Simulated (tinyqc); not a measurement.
Insulator thickness and V0 from two charges.

Inverse problem. In an undoped wire Vg - V0 = Q/Cox + Vt ln(Q/Q0) + Vt ln(1 + Q/Q0) at the source, with Q0 = 4 eps0 eps_r Vt/R and Cox = eps0 eox/(R ln(1 + tox/R)). Find Cox, tox and V0.

Values chosen for this exercise; material values close to those of silicon: temperature T = 300 K; relative permittivity of the semiconductor eps_r = 11.7; relative permittivity of the gate insulator eox = 4.09; wire radius R = 3 nm.

Constants: q = 1.602176634e-19 C, kB = 1.380649e-23 J/K, Vt = kB T/q, eps0 = 8.8541878128e-14 F/cm where lengths are in cm. Results are converted to the units shown.

Qs at Vg = 0.81 and 1.21 V (nC/cm^2): [586.78083, 1408.4166]

Solution. The two equations are linear in 1/Cox and V0; tox follows by inverting the logarithm.

Cox = 2.275 uF/cm^2
tox = 2.100 nm
V0 = 0.5141 V

Computed by the program tinyqc: `OMP_NUM_THREADS=1 python tinyqc.py 2460109 2460110 out.jsonl`, one thread of a shared Intel Xeon 2.30GHz, about 0.03 s for the whole run.
